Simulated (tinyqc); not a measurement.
Schottky barrier with interface states (Cowley-Sze model), image lowering and contact resistance: one step, computed by the program tinyqc.

An n-type semiconductor under a metal. The barrier lies between the Schottky-Mott limit phi_M - chi and the Bardeen limit E_g - E_n, E_n being the neutrality level of the interface states; the space-charge term of the full Cowley-Sze expression is left out.

Problem. Tunnelling scale and contact resistivity. A* = 4 pi e m_e M_c k_B^2/h^3 (a simple valley count); J_s = A* T^2 exp(-phi/k_B T). E_00 = (e hbar/2) sqrt(N/(m_e eps_s eps_0)), E_0 = E_00 coth(E_00/k_B T); scaling form of the contact resistivity rho_c = (k_B/(e A* T)) exp(phi_B/E_0), which is the thermionic result when E_00 << k_B T and keeps only the leading exponential of tunnelling when E_00 >> k_B T; image lowering is left out of it.

Inputs (values chosen for the exercise, with gap, mass and screening modelled on GaN):
```
quantity                   value   unit
dielectric constant eps_s   9.26      -
electron mass m_e          0.204    m_0
valleys M_c                    1      -
donor density N            4e+17  cm^-3
temperature T                350      K
```

Pinning factor from: interface states.

barrier phi_B = 0.7514390 eV

Constants: k_B = 8.617333262e-05 eV/K; hbar = 1.054571817e-34 J s; m_0 = 9.1093837015e-31 kg; eps_0 = 8.8541878128e-12 F/m; e = 1.602176634e-19 C; k_B = 1.380649e-23 J/K; h = 6.62607015e-34 J s.

Give: E_00; E_00/k_B T; E_0; contact resistivity rho_c.

Solution.

E_00 = 0.0085435 eV

E_00/k_B T = 0.28327

E_0 = 0.030963 eV

contact resistivity rho_c = 348.10 ohm cm^2

With the usual bounds 0.5 and 5 on E_00/k_B T the regime is thermionic emission.
